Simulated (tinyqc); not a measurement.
From results back to parameters: trap in a gate oxide as a short-range spherical well. Three cases, with inputs chosen for the exercise.

Problem. In strong inversion a gate step dV falls across the oxide, so a trap at depth x moves by -e dV x/tox against EF and d ln(tau_c/tau_e)/dV = -x/(tox kB T/e). The slope was computed from a hidden depth.

Constants: kB = 8.617333262e-05 eV/K.

Case 1.

Values chosen (out of a larger set: near those of HfO2 on Si; not measured data): tox = 27 angstrom (oxide thickness); T = 300 K (temperature).

slope = -20.0572 1/V

Case 2.

Values chosen (out of a larger set: near those of SiO2 on Si; not measured data): tox = 23 angstrom (oxide thickness); T = 300 K (temperature).

slope = -18.5000 1/V

Case 3.

Values chosen (out of a larger set: near those of SiO2 on Si; not measured data): tox = 39 angstrom (oxide thickness); T = 400 K (temperature).

slope = -7.4388 1/V

Find: x/tox; x.

Solution. x/tox = -slope kB T/e.

Case 1.

x/tox = 0.519
x = 14.0 angstrom

Case 2.

x/tox = 0.478
x = 11.0 angstrom

Case 3.

x/tox = 0.256
x = 10.0 angstrom

Computed by tinyqc, one run a case: `OMP_NUM_THREADS=1 python tinyqc.py N N+1 out.jsonl` with N = 1250281, 1250302, 1250368; one thread of a shared Intel(R) Xeon(R) Processor @ 2.30GHz, about 0.01 s a run at most.
